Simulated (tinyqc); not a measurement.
Inside a calculation. Method: plane-wave Kohn-Sham cycle with exchange-only LDA in a layered model solid. One step of it, computed by the program tinyqc.

Question. Iteration 2: potential. V_H(G) = 4 pi rho(G)/G^2 for G != 0 (uniform background); v_x = -(3 rho/pi)^(1/3); V = V_ext + V_H + v_x; Fourier components f(G_m) = (1/N) sum_j f(x_j) exp(-i G_m x_j).

A solid whose potential varies along x alone (atomic units):
```
parameter                      value
period a                    6.600000
cross-section of the cell  27.000000
electrons per cell                 2
grid points                       16
plane waves -n..n, n               2
k points                           2
V1 in V1 cos(2 pi x/a)     -0.600000
V2 in V2 cos(4 pi x/a)     -0.070000
```

density after iteration 1 (e/bohr^3): 0.02216518  0.01980856  0.01446400  0.00956301  0.00717692  0.00702529  0.00779052  0.00849652  0.00875869  0.00849652  0.00779052  0.00702529  0.00717692  0.00956301  0.01446400  0.01980856

Give: Potentials on the grid; V(G_m), m = 0, 1, 2, ....

Answer.

Potentials on the grid (hartree):
```
x         V_ext      V_H      v_x        V
0.0000  -0.6700   0.0952  -0.2766  -0.8515
0.4125  -0.6038   0.0839  -0.2664  -0.7864
0.8250  -0.4243   0.0548  -0.2399  -0.6094
1.2375  -0.1801   0.0187  -0.2090  -0.3704
1.6500   0.0700  -0.0143  -0.1899  -0.1342
2.0625   0.2791  -0.0390  -0.1886   0.0515
2.4750   0.4243  -0.0550  -0.1952   0.1741
2.8875   0.5048  -0.0636  -0.2009   0.2403
3.3000   0.5300  -0.0663  -0.2030   0.2607
3.7125   0.5048  -0.0636  -0.2009   0.2403
4.1250   0.4243  -0.0550  -0.1952   0.1741
4.5375   0.2791  -0.0390  -0.1886   0.0515
4.9500   0.0700  -0.0143  -0.1899  -0.1342
5.3625  -0.1801   0.0187  -0.2090  -0.3704
5.7750  -0.4243   0.0548  -0.2399  -0.6094
6.1875  -0.6038   0.0839  -0.2664  -0.7864
```

V(G_m), m = 0, 1, 2, ... (hartree): -0.2162  -0.2775  -0.0402  -0.0007  0.0007
